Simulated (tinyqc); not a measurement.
# Thermal resistances of a two-die stack

Problem. Heat leaves through the lower die only, and the system is linear. Find the resistance R1 from the lower die to the coolant, R2 between the dies, and the rise of the upper die when both are powered.

Parameters, values chosen for the exercise:
- P1 = 21 W (power of the lower die)
- P2 = 5 W (power of the upper die)

rises of the lower and upper die with only the lower one powered (K): [7.35, 7.35]
rises of the lower and upper die with only the upper one powered (K): [1.75, 3.35]

Answer. With only the lower die powered no heat crosses R2, so both dies rise by P1 R1; the difference in the second test is P2 R2; rises add.

R1 = 0.3500 K/W
R2 = 0.3200 K/W
rise of the upper die = 10.70 K

Numbers from tinyqc (`OMP_NUM_THREADS=1 python tinyqc.py 2162021 2162022 out.jsonl`; about 0.02 s on one thread of a shared Intel Xeon 2.30GHz).
